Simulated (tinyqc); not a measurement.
Worked calculation: MP2 on RHF in the sto-3g basis, for H4, spin multiplicity 1. One step of it, computed by the program tinyqc.

Problem. Orthogonalisation. S = U s U^T; symmetric (Loewdin) form X = U s^(-1/2) U^T, so that X^T S X = 1.

overlap S, lower triangle:
```
,1H 1s,2H 1s,3H 1s,4H 1s
1H 1s,1.000000
2H 1s,0.550348,1.000000
3H 1s,0.036099,0.176177,1.000000
4H 1s,0.005037,0.036169,0.550968,1.000000
```

Give: eigenvalues of S; X.

Solution.

eigenvalues of S: 0.3878  0.4976  1.4310  1.6836

X, lower triangle:
```
,1H 1s,2H 1s,3H 1s,4H 1s
1H 1s,1.1491
2H 1s,-0.3496,1.1655
3H 1s,0.0298,-0.1183,1.1660
4H 1s,-0.0085,0.0298,-0.3502,1.1495
```
